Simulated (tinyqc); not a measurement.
Comparisons within one model: impurity band of shallow donors (Hubbard estimate). A value that a table varies takes the place of the one given here.

Constants: e^2/(4 pi eps0) = 14.39964547 eV angstrom.

Parameters, chosen for this exercise (near those of two donors in GaAs; shifted at random, so the results belong to these values and not to a real crystal):
- a = 91.8 angstrom (orbital radius)
- eps = 13.1 (dielectric constant)
- Ns = (0.00023, 0.00057, 0.0014, 0.0034, 0.008, 0.017, 0.034) x 1e18/cm^3 (donor densities)
- R = 428 angstrom (separation)

## From lone donors to an impurity band

Donors on a simple cubic lattice of spacing R = N^(-1/3) (1/angstrom^3 = 1e24/cm^3), Ha* = q/(eps a), q = e^2/(4 pi eps0), x = R/a. Hopping t = Ha* (1 + x) exp(-x), band width B = 12 t, on-site repulsion U = (5/8) Ha*; the gap closes near B/U = 1.15. Valley factors and disorder are left out.

Results:
```
N (1e18/cm^3)  R (angstrom)  N^(1/3) a   t (meV)   B (meV)       B/U
0.00023              1632.1      0.056  4.27e-06  5.12e-05  6.85e-06
0.00057              1206.1      0.076  0.000333   0.00400  0.000534
0.0014                893.9      0.103   0.00759    0.0911    0.0122
0.0034                665.0      0.138    0.0705     0.846     0.113
0.0080                500.0      0.184     0.333      3.99     0.534
0.017                 388.9      0.236     0.907      10.9      1.45
0.034                 308.7      0.297      1.81      21.7      2.90
```

How do the results move?

B/U passes 1.15 between 0.008 and 0.017 x 1e18/cm^3; the root is x = 4.52, N^(1/3) a = 0.221, N = 0.014 x 1e18/cm^3, below the 0.023 that the empirical rule N^(1/3) a = 0.26 gives; the estimate is rough, since random positions, the overlap of the orbitals and screening are left out. While N grows by 148 times, t grows by 4.24e+05 times.

## What each parameter does (pair of shallow donors (hydrogen-like orbitals))

Each donor has the orbital exp(-r/a); energy unit Ha* = q/(eps a), q = e^2/(4 pi eps0), so that a lone donor is bound by Ha*/2; x = R/a. One electron: S = (1 + x + x^2/3) exp(-x), j = 1/x - (1 + 1/x) exp(-2x), k = (1 + x) exp(-x); levels E(+/-) = -1/2 - (j +/- k)/(1 +/- S) in Ha*, without the repulsion of the ions, split by D = |E(-) - E(+)|.

Two electrons, Heitler-London: with S' = (1 - x + x^2/3) exp(x), C = 1/x - exp(-2x)(1/x + 11/8 + 3x/4 + x^2/6), X = (1/5){exp(-2x)(25/8 - 23x/4 - 3x^2 - x^3/3) + (6/x)[S^2 (0.5772157 + ln x) + S'^2 Ei(-4x) - 2 S S' Ei(-2x)]}, Q = C - 2j + 1/x and A = X - 2 S k + S^2/x, the singlet and triplet lie at (Q +/- w A)/(1 +/- w S^2) from two lone donors, with the valley weight w = 1 (one valley); the exchange is J = triplet - singlet.

x, D = |E(-) - E(+)| and J. Each row changes one parameter from the base and keeps the others.

Results:
```
case                  x  D (meV)  J (micro-eV)
base              4.662   0.6647          89.6
a = 101 angstrom  4.238   0.8368           154
eps = 14.4        4.662   0.6047          81.5
R = 492 angstrom  5.359   0.3836          30.3
```

What can be read from the table?

The largest shifts from the base row, up to three for each result and ties (the steps differ in size, so this ranks the rows, not the parameters). x: R +0.697, a -0.425; unchanged at the printed digits by eps. D (meV): R -0.281, a +0.172, eps -0.0600. J (micro-eV): a +64.6, R -59.4, eps -8.09.

Run: tinyqc, `OMP_NUM_THREADS=1 python tinyqc.py 1250947 1250948 out.jsonl`; Intel(R) Xeon(R) Processor @ 2.30GHz, one thread, shared host; about 0.01 s of CPU time with all checks.
